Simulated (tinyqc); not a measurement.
Trading HF for NH4F at fixed fluoride: speciation in dilute and buffered hydrofluoric acid, oxide etch rate and bath loading. Computed by tinyqc, a small Python program. Command: `OMP_NUM_THREADS=1 python tinyqc.py 3120421 3120422 out.jsonl hfetch walk`. One thread of a shared host (Intel(R) Xeon(R) Processor @ 2.30GHz), about 0.01 s of CPU time with the checks.

Concentrations stand for activities, NH4+ and Cl- are spectators, and water ionisation is neglected. H, F and HF2 denote the ions H+, F- and HF2-. The base temperature is 298 K.

Inputs (values chosen for the exercise, of the order of those for thermal oxide at room temperature): HF added = 0.12 mol/L; NH4F added = 0.13 mol/L; K1 = [H][F]/[HF] = 0.000668 mol/L; K2 = [HF2]/([HF][F]) = 4.43 L/mol; K3 = [H2F2]/[HF]^2 = 2.57 L/mol; rate constant of neutral HF k_a = 17 nm L/(min mol); rate constant of HF2 k_b = 49 nm L/(min mol).

Method:
- Fluoride balance: [HF] + [F] + 2 [HF2] + 2 [H2F2] = HF added + NH4F added. Acid balance: [H] + [HF] + [HF2] + 2 [H2F2] = HF added + HCl added. For a trial [H], [HF] = [H][F]/K1, and the fluoride balance is a quadratic in [F].
- Rate = k_a ([HF] + 2 [H2F2]) + k_b [HF2], an empirical two-term form.
- Total fluoride is held at HF + NH4F added, without HCl; x is the share added as HF.

Against x:
```
x         pH  [F] (mol/L)  [HF] (mol/L)  [HF2] (mol/L)  rate (nm/min)
0.05  4.7561      0.23130       0.00607       0.006221         0.4113
0.15  4.1879      0.19603       0.01904       0.016533         1.1655
0.30  3.7444      0.14875       0.04011       0.026434         2.1178
0.40  3.5185      0.12092       0.05485       0.029382         2.6351
0.50  3.3128      0.09584       0.06982       0.029643         3.0653
0.60  3.1118      0.07326       0.08477       0.027513         3.4173
0.75  2.7859      0.04355       0.10673       0.020589         3.8185
0.90  2.3473      0.01888       0.12699       0.010619         4.0884
1.00  1.9164      0.00755       0.13693       0.004577         4.1904
```

[HF2] is largest at x = 0.5 and the rate at x = 1 among these rows; HF2 needs both HF and F.

Extremes, crossings and ranges named in words are read from the listed rows.
